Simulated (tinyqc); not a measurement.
Inductance and parasitic capacitance from two readings.

Problem. A loss-free coil L in parallel with C shows the apparent inductance L/(1 - w^2 L C), w = 2 pi f. Find L, C and the self-resonance 1/(2 pi sqrt(L C)).

apparent inductance at 7.2 and 11 GHz (nH): 0.83743748  1.4231633

Answer. The inverse of the reading is 1/L - w^2 C, a straight line in w^2.

L = 0.640 nH
C = 180 fF
self-resonance = 14.8 GHz

Program tinyqc, `OMP_NUM_THREADS=1 python tinyqc.py 2302246 2302247 out.jsonl`; Intel Xeon 2.30GHz, shared host, one thread, about 0.01 s.
